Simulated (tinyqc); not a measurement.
# From area ratio A(d)/A(d2) back to lifetime tau

Model: Haynes-Shockley experiment: drift, diffusion and decay of a minority-carrier pulse. Computed by tinyqc, a small Python program. Command: `OMP_NUM_THREADS=1 python tinyqc.py 3112305 3112306 out.jsonl haynes inv`. One thread of a shared host (Intel(R) Xeon(R) Processor @ 2.30GHz), about 0.03 s of CPU time with the checks.

A thin sheet of excess carriers is made at x = 0, t = 0 in a long uniform bar; injection is low, so the pulse moves with the minority mobility.

Inputs (values chosen for the exercise, modelled on electrons in p-type silicon in a lightly doped bar):
```
quantity                       value        unit
minority mobility mu            1210  cm^2/(V s)
temperature T                    250           K
field F                          8.8        V/cm
distance d to the collector      1.2          cm
second distance d2               1.9          cm
injected sheet density N0    1.4e+10      1/cm^2
```

Constants: k_B = 8.617333262e-05 eV/K.

Method:
- D = mu k_B T/e, v = mu F.
- Transit time d/v, diffusion length sqrt(D tau), drift length v tau, Peclet number v d/D = e F d/(k_B T).
- dn(x, t) = N0/sqrt(4 pi D t) exp(-(x - v t)^2/(4 D t) - t/tau).
- At fixed x the signal peaks where d ln(dn)/dt = 0: a t^2 + t/2 - x^2/(4 D) = 0 with a = v^2/(4 D) + 1/tau.
- The full width at half maximum is found by solving dn(x, t) = peak/2 on both sides of the peak.
- Differences remove part of the bias: mu = (d2 - d)/(F (t_p2 - t_p)). The time-integrated signal is A(x) = (N0/u) exp(x (v - u)/(2 D)), u = sqrt(v^2 + 4 D/tau); the simple lifetime is tau = (t_p2 - t_p)/ln(A(d)/A(d2)).

Question. A run gave the result below. Find the lifetime tau, known to lie between 35 and 71 microsecond.

area ratio A(d)/A(d2) = 3.154151

Answer.

Each step takes the trial c = (a f_b - b f_a)/(f_b - f_a), f being the result less the target and a, b, c the logarithms of the listed values; c replaces end b, the old b replaces a if the sign of f changed, and otherwise f_a is halved.

Scan of the range:
```
lifetime tau (microsecond)  area ratio A(d)/A(d2)
35.0                                      6.46309
39.4                                      5.25355
44.3                                      4.37695
49.8                                      3.72119
56.1                                      3.21258
63.1                                      2.82376
71.0                                      2.51667
```

False position (Illinois rule, in the logarithm of the input) inside the bracket:
```
step    end a    end b    trial  area ratio A(d)/A(d2)
1     56.1000  63.1000  57.1000                3.14783
2     56.1000  57.1000  56.9209                3.15917
3     57.1000  56.9209  57.0001                3.15414
4     56.9209  57.0001  57.0000                3.15415
5     56.9209  57.0000  57.0000                3.15415
6     57.0000  57.0000  57.0000                3.15415
```

Area ratio A(d)/A(d2) falls at every point of a 13-point scan of the range (every second point is shown), so one value fits; it is bracketed by 56.1 and 63.1. Answer: lifetime tau = 57.00 microsecond.
